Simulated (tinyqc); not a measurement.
Levels against anisotropy: donor in an ellipsoidal valley (Kohn-Luttinger variational method). Computed by tinyqc, a small Python program. Command: `OMP_NUM_THREADS=1 python tinyqc.py 3021998 3021999 out.jsonl kohnlutt walk`. One thread of a shared host (Intel(R) Xeon(R) Processor @ 2.30GHz), about 0.04 s of CPU time with the checks.

H = -(d^2/dx^2 + d^2/dy^2) - gamma d^2/dz^2 - 2/r in units built on m_t, with gamma = m_t/m_l and z along the valley axis. One valley; no valley-orbit or central-cell term.

Inputs (values chosen for the exercise, modelled on silicon): transverse mass m_t = 0.185 m_0; longitudinal mass m_l = 0.924 m_0; dielectric constant eps = 11.6.

Constants: Ry = 13.605693123 eV; a_0 = 0.529177210903 angstrom.

Method:
- Ry* = Ry m_t/eps^2, a* = a_0 eps/m_t, gamma = m_t/m_l.
- Trial function exp(-sqrt((x^2 + y^2)/a^2 + z^2/b^2)) with beta = b/a < 1: E = t/a^2 - u/a, t = (2 + gamma/beta^2)/3, u = 2 arcsin(sqrt(1 - beta^2))/sqrt(1 - beta^2); the best a is 2 t/u and E(beta) = -u^2/(4 t).
- The trial energy is minimised over beta by golden section from 0.05 to 0.999, 60 steps.
- Gaussian basis: g = P exp(-al (x^2 + y^2) - be z^2) with P = 1 (s-like), z (2p0) or x (2p+-); al = 0.004 x 2.6^k, k = 0..11, and be/al = 1, gamma^(-1/2) or 1/gamma (36 functions); 1/r = (2/sqrt(pi)) int exp(-t^2 r^2) dt by 48 Gauss-Legendre points after t = sqrt(al_i + al_j) tan(theta); overlap eigenvalues below 1e-10 are dropped.

gamma = 0.200216

Binding energies (Ry*):
```
gamma,"1s, trial","1s, Gaussians",2p0,2p+-
0.05,2.0896,2.1013,1.0241,0.36840
0.10,1.8387,1.8445,0.7905,0.34751
0.20,1.5798,1.5821,0.5866,0.32250
0.30,1.4283,1.4294,0.4834,0.30600
0.35,1.3713,1.3720,0.4474,0.29939
0.59,1.1819,1.1820,0.3390,0.27567
0.85,1.0548,1.0548,0.2753,0.25806
```

As gamma falls from 0.85 to 0.05, 1s deepens from 1.055 to 2.101 Ry*, on the way from the hydrogen value 1 to the two-dimensional limit 4; 2p+- moves from 0.258 to 0.368 (limits 1/4 and 4/9), while 2p0 climbs from 0.275 to 1.024 and joins 1s as gamma tends to 0. Near gamma = 1 the trial function is almost exact and can pass the Gaussian basis, whose own error is about 3e-5 Ry*.

Extremes, crossings and ranges named in words are read from the listed rows.
